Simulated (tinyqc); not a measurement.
What the excited states change: donors with valley-orbit split 1s states.

Each donor binds at most one electron, in any of its states. For a site s, W_s = sum over its states of g exp(E/kT), and the ionised share is 1/(1 + W_s exp(eta)), eta = (EF - Ec)/kT; n = Nc F_1/2(eta); neutrality n + NA = ND x (mean ionised share); holes are neglected. Nc from N = 2 (m kB T/(4 pi c))^(3/2) with c = hbar^2/2m0, in 1/angstrom^3; times 1e24 for 1/cm^3, m = md. F_j(eta) = (1/Gamma(j + 1)) integral_0^infinity x^j dx/(1 + exp(x - eta)), which tends to exp(eta) for eta << 0.

Constants: hbar^2/2m0 = 3.80998211 eV angstrom^2; kB = 8.617333262e-05 eV/K.

Values chosen for the exercise (near those of P in Si; the results hold for these values, not for the real material): md = 1.051 m0 (density-of-states mass of the conduction band); E = (44.2, 32, 31.1) meV (binding energies of 1s(A1), 1s(T2), 1s(E)); g = (2, 6, 4) (their degeneracies with spin); ND = 2.3e+17 1/cm^3 (donors); NA = 0 1/cm^3 (compensating acceptors, all ionised).

The last columns keep only the ground state of each site (g = 2).

Results:
```
T (K)  effective degeneracy    eta  n (1/cm^3)  n, ground states only  ratio
40                     2.26  -7.69    6.00e+14               6.38e+14  0.940
60                     2.88  -5.99    6.03e+15               7.22e+15  0.835
80                     3.62  -5.28    1.89e+16               2.50e+16  0.755
110                    4.66  -4.85    4.71e+16               6.77e+16  0.696
150                    5.79  -4.69    8.76e+16               1.27e+17  0.691
200                    6.83  -4.73    1.29e+17               1.75e+17  0.736
250                    7.58  -4.87    1.58e+17               2.00e+17  0.792
300                    8.15  -5.02    1.77e+17               2.12e+17  0.838
400                    8.95  -5.34    1.99e+17               2.21e+17  0.899
500                    9.47  -5.62    2.10e+17               2.25e+17  0.933
```

How do the results move, and what explains it?

The effective degeneracy grows from 2.26 to 9.47. Excited states hold electrons back, so the ratio is never above 1; it is lowest, 0.691, at 150 K of those listed, and 0.838 at 300 K. At low T the excited states empty out, and at high T more donors are ionised (n is 91 % of ND - NA in the last row), so the effect is largest in between.

(tinyqc, `OMP_NUM_THREADS=1 python tinyqc.py 1650441 1650442 out.jsonl`, Intel(R) Xeon(R) Processor @ 2.30GHz, 1 thread, shared host, about 0.01 s.)
